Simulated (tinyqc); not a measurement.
Ways to converge the cycle: SCF convergence aids in the sto-3g basis, for Li+, spin multiplicity 1. Computed by the program tinyqc with PySCF. 

Geometry (angstrom):
```
atom,x,y,z
Li,0.0000,0.0000,0.0000
```

lowest restricted solution found by these runs and by PySCF = -7.135448 hartree

RHF with one setting changed at a time; a run stops when the energy changes by less than 1e-09 hartree and the error matrix is below 1e-5. The start is the core Hamiltonian. Damping d keeps d of the old density; a shift (hartree) raises the virtual levels; DIIS n extrapolates F over n matrices.

Largest element of the error matrix X^T (FDS - SDF) X:
```
iteration,plain,damping 0.3,damping 0.6,shift 0.4,DIIS 3,DIIS 8
1,2.3e-01,2.3e-01,2.3e-01,2.3e-01,2.3e-01,2.3e-01
2,2.9e-02,8.9e-02,1.5e-01,5.7e-02,2.9e-02,2.9e-02
3,3.5e-03,3.5e-02,9.7e-02,1.4e-02,1.4e-04,1.4e-04
4,4.3e-04,1.3e-02,6.3e-02,3.3e-03,5.9e-05,5.9e-05
5,5.2e-05,5.2e-03,4.1e-02,7.9e-04,6.0e-08,3.7e-05
6,6.3e-06,2.0e-03,2.7e-02,1.9e-04,-,2.7e-05
8,-,3.0e-04,1.1e-02,1.1e-05,-,1.8e-05
10,-,4.4e-05,4.8e-03,-,-,2.7e-08
14,-,9.7e-07,8.5e-04,-,-,-
20,-,-,6.3e-05,-,-,-
30,-,-,8.4e-07,-,-,-
```

How each run ends:
```
run,iterations,E (hartree),state
plain,6,-7.135448,lowest found
damping 0.3,16,-7.135448,lowest found
damping 0.6,33,-7.135448,lowest found
shift 0.4,9,-7.135448,lowest found
DIIS 3,5,-7.135448,lowest found
DIIS 8,10,-7.135448,lowest found
```

6 of 6 runs reach the lowest restricted solution found, in 5 to 33 iterations (fastest: DIIS 3). Plain steps already contract here, so damping only slows them. DIIS 3 gains by cancelling the error over several earlier matrices, much as a quasi-Newton step does. DIIS minimises the error, not the energy, so it can stall or settle near a saddle, and its small system turns near-singular when few rotations are active.
